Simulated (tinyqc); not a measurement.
Worked calculation: plane-wave Kohn-Sham cycle with exchange-only LDA in a layered model solid. One step of it, computed by the program tinyqc.

Task: Iteration 2: Hamiltonian at one k. H(m,m') = (k + G_m)^2/2 delta + V(G_m - G_m'), with V(-G) = V(G).

A solid whose potential varies along x alone (atomic units):
```
parameter                      value
period a                   13.200000
cross-section of the cell  25.000000
electrons per cell                 4
grid points                       16
plane waves -n..n, n               2
k points                           1
V1 in V1 cos(2 pi x/a)     -0.590000
```

V(G_m), m = 0, 1, 2, ... (hartree): [-0.220566, -0.107750, 0.003481, 0.000148, -0.000224]

k = 0.000000 2 pi / a

Give: H.

Result:

H (hartree), order -2, -1, +0, +1, +2:
```
[[0.233, -0.108, 0.003, 0.000, 0.000],
 [-0.108, -0.107, -0.108, 0.003, 0.000],
 [0.003, -0.108, -0.221, -0.108, 0.003],
 [0.000, 0.003, -0.108, -0.107, -0.108],
 [0.000, 0.000, 0.003, -0.108, 0.233]]
```
